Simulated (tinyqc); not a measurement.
Zener tunnelling in a reverse-biased junction, two-band WKB: two steps of the calculation.

Abrupt p-n junction, depletion approximation. Energies E are counted from the conduction-band edge of the neutral n side; its Fermi level lies at dn, that of the p side at dn - V, and the valence-band edge of the neutral p side at Em = dn + dp - V. Tunnelling needs 0 < E < Em. Two-band dispersion with equal masses m: inside the gap kappa = sqrt(m u (1 - u/Eg)/C), u the distance from a band edge, C = hbar^2/(2 m0).

Values chosen for this exercise; band and dielectric values close to those of indium arsenide:

| symbol | value | unit | meaning |
|---|---|---|---|
| T | 300 | K | temperature |
| Eg | 0.35 | eV | band gap |
| Nc | 8.62e16 | cm^-3 | conduction-band density of states at 300 K |
| Nv | 6.54e18 | cm^-3 | valence-band density of states at 300 K |
| m | 0.028 | m0 | band-edge mass of the two-band model |
| Na | 6.6e18 | cm^-3 | acceptor density |
| Nd | 5.5e18 | cm^-3 | donor density |
| V | -0.34 | V | bias of the p side |
| nE | 13 |  | points of the energy grid |

Constants: q = 1.602176634e-19 C, kB = 1.380649e-23 J/K, hbar = 1.054571817e-34 J s, h = 6.62607015e-34 J s, m0 = 9.1093837015e-31 kg, Vt = kB T/q, hbar^2/(2 m0) = 0.0380998212 eV nm^2. Results are converted to the units shown.

Task 1. Fermi levels and built-in voltage. Nd = Nc F12(dn/Vt), Na = Nv F12(dp/Vt), F12(x) = (2/sqrt(pi)) int_0^infinity sqrt(u)/(1 + exp(u - x)) du; dn = EF - Ec on the n side, dp = Ev - EF on the p side (negative outside the bands); Vbi = Eg + dn + dp.

Find: dn; dp; Vbi.

Result 1.

dn = 0.49796 eV
dp = 0.0093335 eV
Vbi = 0.85729 V

Boltzmann statistics would give dn = 0.107 eV and dp = 2.36e-4 eV. At zero bias the bands of the two sides overlap by dn + dp.

Task 2. Current density on a coarse grid. J = KJ exp(-S) Eb times the integral from 0 to Em of [f(E - dn) - f(E - dn + V)] [1 - exp(-min(E, Em - E)/Eb)] dE, f(x) = 1/(1 + exp(x/Vt)), with S and Eb from the mean field; J > 0 flows from p to n. KJ = (2 q^2/h) m/(4 pi C) (times 1e14 for A/cm^2 per eV^2). Simpson's rule on nE equally spaced points from 0 to Em.

dn = 0.49795694 eV
dp = 0.0093335070 eV
S = 2.9852205
Eb = 29.311068 meV

Find: E; difference of the f; transverse factor; integral; KJ; J.

Result 2.

```
point,E (eV),difference of the f,transverse factor
0,0.00000,0.00000,0.0000
1,0.07061,0.00000,0.9101
2,0.14122,0.00000,0.9919
3,0.21182,-0.00002,0.9993
4,0.28243,-0.00024,0.9999
5,0.35304,-0.00366,1.0000
6,0.42365,-0.05343,1.0000
7,0.49425,-0.46424,1.0000
8,0.56486,-0.93006,0.9999
9,0.63547,-0.99473,0.9993
10,0.70608,-0.99363,0.9919
11,0.77668,-0.91450,0.9101
12,0.84729,-0.41071,0.0000
```

integral = -0.30868 eV
KJ = 4.5313e8 A/(cm^2 eV^2)
J = -2.0716e5 A/cm^2

Range of the model: Parabolic densities of states, no band tails and no gap narrowing, all of which matter at such doping.

Numbers from tinyqc (`OMP_NUM_THREADS=1 python tinyqc.py 2620027 2620028 out.jsonl`; about 0.01 s on one thread of a shared Intel Xeon 2.30GHz).
